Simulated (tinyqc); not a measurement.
# AlGaN/GaN HEMT with access regions, lumped model: what changes with what

A polarisation-induced electron sheet under a Schottky gate, in series with two ungated access regions and contacts. Drift law v = mu E/(1 + mu E/vs) under the gate. Currents in mA/mm, resistances in ohm mm. No self-heating, no channel-length modulation; fits for polarisation, barrier and offset are chosen for the exercise.

Parameters, values chosen for the exercise; values close to those of AlGaN/GaN structures: aluminium share of the barrier x = 0.19; barrier thickness d = 15 nm; relative permittivity of barrier and channel eps_r = 9.6; channel mobility mu = 1500 cm^2/(V s); saturation velocity vs = 1.3e7 cm/s; gate length Lg = 0.25 um; source access length Ls = 1.5 um; drain access length Ld = 16 um; resistance of each contact Rc = 0.27 ohm mm; share of the drain-access electrons removed by traps ft = 0.27; gate voltage Vg = 0 V; critical field Ec = 2.6 MV/cm; depth over which the depleted charge spreads te = 0.26 um; relative permittivity of that insulator ei = 7.

Constants: q = 1.602176634e-19 C, eps0 = 8.8541878128e-14 F/cm where lengths are in cm. Results are converted to the units shown.

Each table varies one quantity; the others keep the values above.

## Effect of the aluminium share of the barrier

sigma = (5e13 x + 1.6e13 x^2) cm^-2, phiB = 0.84 + 1.3 x, dEc = 0.7 (1.71 x + x^2) in volts, Cb = eps0 eps_r/d, VT = phiB - dEc - q sigma/Cb, access density n0 = -Cb VT/q. Access resistance R(L, n) = L/(q mu n sqrt(1 - (I/(q n vs))^2)); Rs = Rc + R(Ls, n0), Rd = Rc + R(Ld, (1 - ft) n0). Vg' = Vg - I Rs, Vd' = Vd - I (Rs + Rd); with u = Vg' - VT, Vc = vs Lg/mu and w the smaller of Vd' and Vc [sqrt(1 + 2 u/Vc) - 1] (0 if negative), the channel gives (mu Cb/Lg)(u w - w^2/2)/(1 + w/Vc). I equals that channel current. Isat is I at Vd = 10 V, gm = dIsat/dVg, Ron the limit of Vd/I at small Vd.

Result of one run:
```
x     VT (V)  n0 (cm^-2)  Ron (ohm mm)  Isat (mA/mm)  gm (mS/mm)
0.17  -1.697    6.001e12         16.95         435.1       288.1
```

What becomes of these results when the aluminium share of the barrier x is changed from 0.17 to 0.27, all else the same?

Result of the changed run:
```
x     VT (V)  n0 (cm^-2)  Ron (ohm mm)  Isat (mA/mm)  gm (mS/mm)
0.27  -3.330    1.178e13         8.902         950.8       17.26
```

The whole series:
```
x      VT (V)  n0 (cm^-2)  Ron (ohm mm)  Isat (mA/mm)  gm (mS/mm)
0.12  -0.9193    3.251e12         30.83         167.7       213.9
0.17   -1.697    6.001e12         16.95         435.1       288.1
0.22   -2.500    8.843e12         11.68         715.9       36.53
0.27   -3.330    1.178e13         8.902         950.8       17.26
0.32   -4.186    1.480e13         7.192          1186       12.51
0.37   -5.068    1.792e13         6.035          1424       10.30
0.42   -5.976    2.114e13         5.200          1663       8.980
```

As x goes from 0.12 to 0.42, Ron falls from 30.8 to 5.20 ohm mm, Isat rises from 168 to 1660 mA/mm and gm goes from 214 through a maximum of 288 (at x = 0.17 among the rows listed) to 8.98 mS/mm. VT falls from -0.919 to -5.98 V. For x = 0.22 to 0.42 the power passes 5 W/mm, where self-heating, left out here, lowers the current. For x = 0.22 to 0.42 the gated channel is not yet saturated at 10 V, because the access regions take the voltage, and gm drops.

## Field plate: effect of the insulator under the field plate

Off state: a depleted stretch that holds the voltage V has the peak field sqrt(k V), k = 2 q n0/(eps0 eps_r te), so one edge holds V1 = Ec^2/k. The sheet under the plate pinches off at Vf = q n0 (1/Cb + tf/(eps0 ei)); beyond it the gate edge is screened. BV = V1 if Vf >= V1, else Vf + V1, and at most Ec Ld.

The same in every row: V1 (V) = 65.42; Ec Ld (V) = 4160.

Field plate: effect of the insulator under the field plate:
```
tf (nm)  Vf (V)  BV (V)
34        8.279   73.70
51        11.41   76.83
76        16.02   81.44
110       22.28   87.70
170       33.33   98.75
250       48.07   113.5
370       70.18   65.42
550       103.3   65.42
```

Read the table: what changes, and by how much?

BV goes from 73.7 through a maximum of 113 (at tf = 250 nm among the rows listed) to 65.4 V. The plate helps (Vf < V1) in 6 of the 8 rows, and the access length caps BV in 0. The best thickness makes Vf just under V1, tf = 344 nm, where both edges reach Ec together and BV nears 2 V1.

## Effect of the source access length

Same model as above.

The same in every row: VT (V) = -2.015; n0 (cm^-2) = 7.127e12.

Results:
```
Ls (um)  Ron (ohm mm)  Isat (mA/mm)  gm (mS/mm)
0.1             13.54         609.3       10.79
0.6             13.83         598.6       18.94
1               14.07         588.6       37.27
1.5             14.36         560.0       308.4
2.5             14.94         470.3       256.6
4               15.82         381.2       206.8
```

Estimate the missing row, Ls = 0.3 um.

Computed row:
```
Ls (um)  Ron (ohm mm)  Isat (mA/mm)  gm (mS/mm)
0.3             13.66         605.2       13.22
```

With this row back in the table: As Ls goes from 0.1 to 4 um, Ron rises from 13.5 to 15.8 ohm mm, Isat falls from 609 to 381 mA/mm and gm goes from 10.8 through a maximum of 308 (at Ls = 1.5 um among the rows listed) to 207 mS/mm. The ceiling Cb vs is 737 mS/mm. For Ls = 0.1 to 1.5 um the power passes 5 W/mm, where self-heating, left out here, lowers the current. For Ls = 0.1 to 1 um the gated channel is not yet saturated at 10 V, because the access regions take the voltage, and gm drops.

Computed by the program tinyqc: `OMP_NUM_THREADS=1 python tinyqc.py 2570031 2570032 out.jsonl`, one thread of a shared Intel Xeon 2.30GHz, about 0.02 s for the whole run.
